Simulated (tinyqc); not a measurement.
# Electron mobility in a silicon inversion layer, empirical terms and Matthiessen rule: two studies

Inversion layer of sheet density Ns on a uniformly doped body. The mobility terms are empirical power laws with prefactors chosen for the exercise; adding their inverses (Matthiessen) is itself an approximation.

Inputs (values chosen for the exercise); material values close to those of silicon: temperature T = 300 K; band gap Eg = 1.13 eV; relative permittivity of the semiconductor eps_r = 11.9; conduction-band density of states at T Nc = 2.82e19 cm^-3; valence-band density of states at T Nv = 2.7e19 cm^-3; body doping Nb = 1.6e18 cm^-3; reverse body bias Vsb = 1 V; weight of the inversion charge in the effective field eta = 0.5; phonon-limited mobility at 1 MV/cm and 300 K Ap = 417 cm^2/(V s); roughness-limited mobility at 1 MV/cm As = 1210 cm^2/(V s); exponent of the roughness term gs = 2; Coulomb prefactor Ac = 3100 cm^2/(V s); charge at the interface Nit = 8.6e10 cm^-2.

Constants: q = 1.602176634e-19 C, kB = 1.380649e-23 J/K, Vt = kB T/q, eps0 = 8.8541878128e-14 F/cm where lengths are in cm. Results are converted to the units shown.

Each table varies one quantity; the others keep the values above.

## Effect of the inversion density

ni = sqrt(Nc Nv) exp(-Eg/(2 Vt)), Eg in volts; Ndep = sqrt(2 eps0 eps_r Nb (2 Vt ln(Nb/ni) + Vsb)/q); E = q (Ndep + eta Ns)/(eps0 eps_r), in MV/cm. With t = T/(300 K): muC = Ac (Ns/1e12 cm^-2) t/(Nb/1e17 cm^-3 + Nit/1e11 cm^-2), muP = Ap E^(-1/3) t^(-1.75), muS = As E^(-gs); 1/mu is the sum of the inverses.

Results:
```
Ns (cm^-2)  E (MV/cm)  muC (cm^2/(V s))  muP (cm^2/(V s))  muS (cm^2/(V s))  mu (cm^2/(V s))
2e11           0.9974             36.77             417.4              1216            32.88
3.6e11          1.010             66.19             415.7              1187            54.48
6.3e11          1.030             115.8             412.9              1140            83.81
1.1e12          1.066             202.3             408.2              1065            120.0
2e12            1.134             367.7             399.8             940.4            159.1
3.6e12          1.256             661.9             386.5             767.1            185.1
6.3e12          1.461              1158             367.5             566.7            186.9
2e13            2.503              3677             307.1             193.2            114.9
```

Estimate the missing row, Ns = 1.1e13 cm^-2.

Computed row:
```
Ns (cm^-2)  E (MV/cm)  muC (cm^2/(V s))  muP (cm^2/(V s))  muS (cm^2/(V s))  mu (cm^2/(V s))
1.1e13          1.819              2023             341.6             365.9            162.5
```

With this row back in the table: As Ns goes from 2e11 to 2e13 cm^-2, E rises from 0.997 to 2.50 MV/cm and mu goes from 32.9 through a maximum of 187 (at Ns = 6.3e12 cm^-2 among the rows listed) to 115 cm^2/(V s). The smallest term is the Coulomb one in the first row and the roughness one in the last. Screening lifts the Coulomb term as Ns grows while the field presses the carriers to the interface, hence the maximum. For Ns = 1.1e13 to 2e13 cm^-2 E passes 1.5 MV/cm, beyond the usual range of such laws.

## Universality: two dopings at the same effective field

Same model as above.

For each E, Ns is chosen to give that field on bodies with Nb = 2e17 and 1.6e18 cm^-3; the last column leaves out muC.

Results:
columns A: E (MV/cm); B: Ns, light body (cm^-2); C: mu, light (cm^2/(V s)); D: Ns, heavy body (cm^-2); E: mu, heavy (cm^2/(V s)); F: without muC (cm^2/(V s))
```
A            B      C         D      E      F
1.04  9.237e12  292.1  7.597e11  95.39  300.9
1.18  1.108e13  265.4  2.601e12  173.1  271.4
1.33  1.305e13  239.8  4.574e12  189.1  244.0
1.7   1.792e13  188.6  9.440e12  171.6  190.5
1.92  2.081e13  164.7  1.233e13  154.6  165.9
2.17  2.410e13  142.2  1.562e13  136.2  142.9
2.46  2.791e13  120.9  1.944e13  117.4  121.4
```

Estimate the missing row, E = 1.5 MV/cm.

Computed row:
columns A: E (MV/cm); B: Ns, light body (cm^-2); C: mu, light (cm^2/(V s)); D: Ns, heavy body (cm^-2); E: mu, heavy (cm^2/(V s)); F: without muC (cm^2/(V s))
```
A           B      C         D      E      F
1.5  1.529e13  214.4  6.810e12  185.1  217.2
```

With this row back in the table: The heavily doped body has 0.327 of the mobility of the light one in the first row and 0.971 in the last; there they lie 3.3 % below and 0.40 % below the curve without Coulomb scattering, which depends on E alone. The heavy body leaves that curve at low E because its field comes mostly from depletion charge and few carriers screen.

Program tinyqc, `OMP_NUM_THREADS=1 python tinyqc.py 2510009 2510010 out.jsonl`; Intel Xeon 2.30GHz, shared host, one thread, about 0.01 s.
